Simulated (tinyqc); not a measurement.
Stacked nanosheet transistor, parasitic resistance, capacitance and delay: what each parasitic element costs.

Ns sheets share one contact on top; each has perimeter p = 2 (Ws + ts) and cross-section A = Ws ts; contact width Wc = Ws + 10 nm, stack height Hs = Ns pv. Sheet 1 is the top one. Contact length Lc = CPP - Lg - 2 Lsp, shared by two neighbouring gates. Source and drain sides are equal. The formulas are first-order estimates, not field solutions.

Epitaxy sheet resistance Rsh = re/te, transfer length LT = sqrt(rc/Rsh), contact Rc = [sqrt(rc Rsh)/Wc] coth(Lc/(2 LT)); extension of one sheet Rx = rx Lsp/A. With N sheets: gate Cg = Cinv p N Lg; per side, plate Cp = ks eps0 [Wc (Hs + Hc) - N A]/Lsp, top fringe Cf = (2/pi) ks eps0 Wc ln(1 + Lg/(2 Lsp)), overlap Co = Cinv p N Lov. One sheet: I = p Q vx u/(1 + |u|^1.8)^(1/1.8), Q = Cinv n Vt ln(1 + exp((Vg' - VT + dl Vd')/(n Vt))), u = Vd' mu/(vx Lg), Vg' = Vgs - v, Vd' = Vds - 2 v, with the drop on each side v_j = Rc sum I + rv (sum over levels k = 2..j of the current of sheets k..Ns) + Rx I_j. Ieff = [I(Vgs = Vdd, Vds = Vdd/2) + I(Vdd/2, Vdd)]/2, total currents. With Cs = Cp + Cf + Co, the load of an inverter of two such devices driving an equal one is CL = 2 (Cg + 2 Cs) + 4 Cs + Cw (own drains counted twice for the Miller effect); delay CL Vdd/(2 Ieff). Each row removes one element and keeps the rest.

Inputs (values chosen for the exercise); values close to those of silicon logic devices: temperature T = 300 K; number of sheets Ns = 3; sheet width Ws = 12 nm; sheet thickness ts = 6 nm; vertical pitch of the sheets pv = 12 nm; vertical resistance between sheet levels rv = 154 ohm; contacted gate pitch CPP = 48 nm; gate length Lg = 16 nm; spacer length Lsp = 7 nm; relative permittivity of the spacer ks = 3.3; gate height above the channel stack Hc = 30 nm; contact resistivity rc = 6.1e-10 ohm cm^2; resistivity of the source-drain epitaxy re = 0.00079 ohm cm; current-carrying depth of the epitaxy te = 15 nm; resistivity of the extension rx = 0.0006 ohm cm; gate overlap Lov = 0.5 nm; inversion capacitance Cinv = 2.2 uF/cm^2; injection velocity vx = 1.2e7 cm/s; apparent mobility mu = 120 cm^2/(V s); threshold at zero drain voltage VT = 0.28 V; barrier lowering dl = 0.032 V/V; subthreshold factor n = 1.16; wire load Cw = 0.4 fF; supply voltage Vdd = 0.6 V.

Constants: q = 1.602176634e-19 C, kB = 1.380649e-23 J/K, eps0 = 8.8541878128e-12 F/m, Vt = kB T/q. Results are converted to the units shown.

One element removed at a time:

|  | Ieff (uA) | CL (aF) | delay (ps) |
|---|---|---|---|
| as given | 37.09 | 529.3 | 4.281 |
| no contact resistance | 42.09 | 529.3 | 3.772 |
| no extension resistance | 39.55 | 529.3 | 4.015 |
| no vertical resistance | 38.12 | 529.3 | 4.165 |
| air spacer (ks = 1) | 37.09 | 498.8 | 4.035 |
| no overlap | 37.09 | 519.8 | 4.204 |
| no wire | 37.09 | 129.3 | 1.046 |

What does the comparison show?

Gains in delay, largest first: no wire 76 %, no contact resistance 12 %, no extension resistance 6.2 %, air spacer (ks = 1) 5.8 %, no vertical resistance 2.7 %, no overlap 1.8 %.

Computed by the program tinyqc: `OMP_NUM_THREADS=1 python tinyqc.py 2170117 2170118 out.jsonl`, one thread of a shared Intel Xeon 2.30GHz, about 0.08 s for the whole run.
